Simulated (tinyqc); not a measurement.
Inside a calculation. Method: CIS on RHF in the sto-3g basis, frozen core, for BeH2, spin multiplicity 1. One step of it, computed by the program tinyqc.

Problem. CIS matrix, singlets. A(ia,jb) = (e_a - e_i) d_ij d_ab + 2 (ia|jb) - (ij|ab).

orbital energies (hartree): MO1 -4.520259, MO2 -0.455328, MO3 -0.418497, MO4 0.212137, MO5 0.212137, MO6 0.454966, MO7 0.927854

Two-electron integrals over orbitals (pq|rs), unique and non-zero (hartree); the lowest 1 orbital is frozen and left out:
```
(22|22) 0.399886    (32|22) 0.022197    (32|32) 0.161541    (33|22) 0.407647
(33|32) -0.018479   (33|33) 0.435710    (42|42) 0.049154    (43|42) -0.002050
(43|43) 0.014640    (44|22) 0.368260    (44|32) 0.000122    (44|33) 0.355213
(44|44) 0.449859    (52|52) 0.049154    (53|52) -0.002050   (53|53) 0.014640
(54|54) 0.024249    (55|22) 0.368260    (55|32) 0.000122    (55|33) 0.355213
(55|44) 0.401360    (55|55) 0.449859    (62|22) -0.024712   (62|32) -0.006644
(62|33) -0.046260   (62|44) 0.053090    (62|55) 0.053090    (62|62) 0.077746
(63|22) -0.010940   (63|32) -0.093443   (63|33) 0.014629    (63|44) -0.005194
(63|55) -0.005194   (63|62) -0.001999   (63|63) 0.083867    (64|42) 0.047264
(64|43) -0.003196   (64|64) 0.050831    (65|52) 0.047264    (65|53) -0.003196
(65|65) 0.050831    (66|22) 0.395200    (66|32) -0.003252   (66|33) 0.407168
(66|44) 0.366518    (66|55) 0.366518    (66|62) -0.034102   (66|63) 0.005073
(66|66) 0.410773    (72|22) -0.006936   (72|32) -0.043704   (72|33) 0.002768
(72|44) 0.003941    (72|55) 0.003941    (72|62) 0.008697    (72|63) 0.060680
(72|66) -0.001018   (72|72) 0.056960    (73|22) -0.005196   (73|32) -0.000093
(73|33) -0.020621   (73|44) 0.059881    (73|55) 0.059881    (73|62) 0.072788
(73|63) -0.008604   (73|66) -0.025800   (73|72) 0.003484    (73|73) 0.082380
(74|42) 0.001758    (74|43) 0.013657    (74|64) 0.000640    (74|74) 0.016590
(75|52) 0.001758    (75|53) 0.013657    (75|65) 0.000640    (75|75) 0.016590
(76|22) 0.018063    (76|32) 0.141436    (76|33) -0.018203   (76|44) 0.000226
(76|55) 0.000226    (76|62) -0.005179   (76|63) -0.094870   (76|66) -0.004389
(76|72) -0.055169   (76|73) 0.001220    (76|76) 0.140335    (77|22) 0.427131
(77|32) 0.006086    (77|33) 0.444367    (77|44) 0.390346    (77|55) 0.390346
(77|62) -0.035511   (77|63) -0.001497   (77|66) 0.434277    (77|72) -0.004137
(77|73) -0.009794   (77|76) 0.003920    (77|77) 0.486867
```

Give: CIS matrix A, singlet.

Solution.

CIS matrix A, singlet (hartree), lower triangle:
```
        2>4     2>5     2>6     2>7    3>4    3>5    3>6    3>7
2>4   0.398
2>5   0.000   0.398
2>6   0.000   0.000   0.671
2>7   0.000   0.000  -0.001   1.070
3>4  -0.004   0.000   0.000   0.000  0.305
3>5   0.000  -0.004   0.000   0.000  0.000  0.305
3>6   0.000   0.000  -0.001  -0.020  0.000  0.000  0.634
3>7   0.000   0.000   0.004   0.001  0.000  0.000  0.001  1.067
```
